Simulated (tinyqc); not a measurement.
Inside a calculation. Method: lattice vibrations of a chain. One step of it, computed by the program tinyqc.

Problem. Dynamical matrix at q = 0.2. q is in units of 2 pi/a. A spring k from atom i to atom j, n cells on, adds k to Phi_ii and Phi_jj, -k exp(2 pi i q n) to Phi_ij and the conjugate to Phi_ji (for one atom a cell: 2k (1 - cos 2 pi q n)); D_ij = Phi_ij / sqrt(m_i m_j).

A chain moving along its axis:
```
atom                mass (u)  spring to the next atom (eV/angstrom^2)
1                  50.500000                                10.200000
2                  43.100000                                29.500000
second neighbours          -                                 2.700000
```

Give: D(q).

Solution.

D(q) (eV/(angstrom^2 u)):
$$\begin{pmatrix}
0.860 & -0.414+0.601i \\
-0.414-0.601i & 1.008
\end{pmatrix}$$
